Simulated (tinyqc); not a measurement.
Liquidus of a compound AB in a simple-solution melt, liquid-phase epitaxy and vapour pressures: one step, computed by the program tinyqc. Command: `OMP_NUM_THREADS=1 python tinyqc.py 3009380 3009381 out.jsonl liq35 walk`. One thread of a shared host (Intel(R) Xeon(R) Processor @ 2.30GHz), about 0.04 s of CPU time with the checks.

x is the atom fraction of B in the melt. The melt is a simple solution: R T ln gamma_B = W (1 - x)^2, R T ln gamma_A = W x^2, W = a + b T. The solid AB is stoichiometric.

Question. Slope of the liquidus. Liquidus (Vieland): f(x) = R T ln[4 x (1 - x)] + 2 W (1/2 - x)^2 + S_F (T_F - T) = 0. dx/dT = -(df/dT)/f', df/dT = R ln[4 x (1 - x)] + 2 b (1/2 - x)^2 - S_F, f' = (1 - 2x)[R T/(x (1 - x)) - 2 W]. Concentrations: C_L = x N_A/V_L in the melt, C_S = 4/a0^3 in the solid; m = dT/dC_L.

Inputs (values chosen for the exercise, modelled on GaSb for the melt):
```
quantity                      value       unit
entropy of fusion S_F          67.1  J/(mol K)
interaction slope b           -26.6  J/(mol K)
saturation temperature T        575          K
molar volume of the melt V_L   12.3   cm^3/mol
lattice constant a0           6.096   angstrom
```

solubility x = 5.480164e-04

W = 3.805 kJ/mol

Constants: R = 8.314462618 J/(mol K); N_A = 6.02214076e+23 1/mol; k_B = 8.617333262e-05 eV/K.

Give: dx/dT; C_L; C_S; slope m; apparent heat of solution k_B T^2 d ln x/dT.

Answer.

dx/dT = 1.5070e-05 1/K

C_L = 2.6831e+19 1/cm^3

C_S = 1.7657e+22 1/cm^3

slope m = 1.3553e-18 K cm^3

apparent heat of solution k_B T^2 d ln x/dT = 0.78349 eV
